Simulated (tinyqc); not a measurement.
Hydrogenic impurity: series, fields, screening, photoionisation and donor-acceptor pairs: one step, computed by the program tinyqc.

One isotropic, parabolic band. Effective units: Ry* and a*, in which H = -nabla^2 - 2/r.

Question. Stark effect and field ionisation. f = e F a*/(2 Ry*) is the field in atomic-like units. 1s shifts by -(9/2) f^2 Ry* (polarisability (9/2) a*^3), the n = 2 levels split linearly by +/- 6 f Ry*; the barrier top lies 4 sqrt(f) Ry* below the band edge and passes 1s at f = 1/16; the tunnelling rate of 1s is (2 Ry*/hbar) (4/f) exp(-2/(3 f)).

Inputs (values chosen for the exercise, modelled on CdS): electric field F = 6500 V/cm.

Parts treated: electric field and pairs.

a* = 23.95923 angstrom

Ry* = 33.35218 meV

Constants: hbar = 6.582119569e-16 eV s.

Give: f; shift of 1s; linear shift (+/-) of the outer n = 2 levels; barrier lowering; field at which the barrier passes 1s; tunnelling rate of 1s.

Answer.

f = 0.02335

shift of 1s = -0.08181 meV

linear shift (+/-) of the outer n = 2 levels = 4.672 meV

barrier lowering = 20.38 meV

field at which the barrier passes 1s = 17400 V/cm

tunnelling rate of 1s = 6894 1/s

The barrier lowering is 0.61 Ry*, so the n = 2 levels (0.25 Ry*) are already above the barrier, and their first-order splitting has lost its meaning.
